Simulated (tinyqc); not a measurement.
Worked calculation: Hubbard chain of 4 sites. One step of it, computed by the program tinyqc.

Question. Mean-field iteration 1. H(up) = T + U n(down), H(down) = T + U n(up); fill the lowest levels; n(new) = n + mixing (n(out) - n); E = tr T (rho up + rho down) + U sum n_up n_down of the output.

one-body matrix (hopping and site energies) (eV):
```
           1          2          3          4
1  -0.250000  -1.230000   0.000000   0.000000
2  -1.230000  -0.650000  -1.230000   0.000000
3   0.000000  -1.230000  -0.770000  -1.230000
4   0.000000   0.000000  -1.230000  -0.690000
```

U = 6.900000 eV

electrons, up and down: 2  2

mixing = 1

n(up) at the start (a guess, not normalised): 1 0.500000, 2 0.500000, 3 0.500000, 4 0.500000

n(down) at the start (a guess): 1 0.500000, 2 0.500000, 3 0.500000, 4 0.500000

Give: levels, up; levels, down; energy; n(up) after iteration 1; n(down) after iteration 1.

Answer.

levels, up (eV): 0.8015  2.1466  3.6757  4.8163

levels, down (eV): 0.8015  2.1466  3.6757  4.8163

energy = -0.8976 eV

n(up) after iteration 1: 1 0.3981, 2 0.5622, 3 0.5061, 4 0.5336

n(down) after iteration 1: 1 0.3981, 2 0.5622, 3 0.5061, 4 0.5336
